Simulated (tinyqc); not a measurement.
Worked calculation: coherent transport through a tight-binding region between two chains. One step of it, computed by the program tinyqc.

Problem. Transmission at E = 0.01 eV. Surface Green function g = (E - i sqrt(4 t^2 - E^2)) / (2 t^2); self-energy tc^2 g on each contact site; G = (E - H - Sigma)^(-1); Gamma = -2 Im Sigma; T = Gamma_L Gamma_R |G_LR|^2; local density of states -Im G_ii / pi.

H of the central region (eV), lower triangle:
```
,1,2,3,4,5
1,0.000000
2,-1.300000,0.000000
3,0.000000,-0.690000,0.000000
4,0.000000,0.000000,-0.690000,0.000000
5,0.000000,0.000000,0.000000,-0.690000,0.000000
```

Leads: semi-infinite chains with site energy 0:
```
parameter,value
lead hopping t (eV),2.590000
coupling to the left lead (eV),1.450000
coupling to the right lead (eV),0.210000
left contact site,1
right contact site,5
```

E = 0.010000 eV

Give: g; G; local density of states; transmission.

Solution.

g = 0.0007-0.3861i 1/eV

G (1/eV), lower triangle:
```
,1,2,3,4,5
1,0.1034-1.1370i
2,0.0586-0.0572i,-0.0361-0.0362i
3,-0.1956+2.1430i,1.3395+0.1082i,0.3491-4.0391i
4,-0.0557+0.0261i,0.0167+0.0346i,0.1048-0.0497i,-0.0182-0.0339i
5,0.1964-2.1434i,-1.3397-0.1087i,-0.3506+4.0399i,1.3448+0.0502i,0.3311-4.0406i
```

local density of states (1/eV): 0.3619  0.0115  1.2857  0.0108  1.2862

transmission = 0.2561
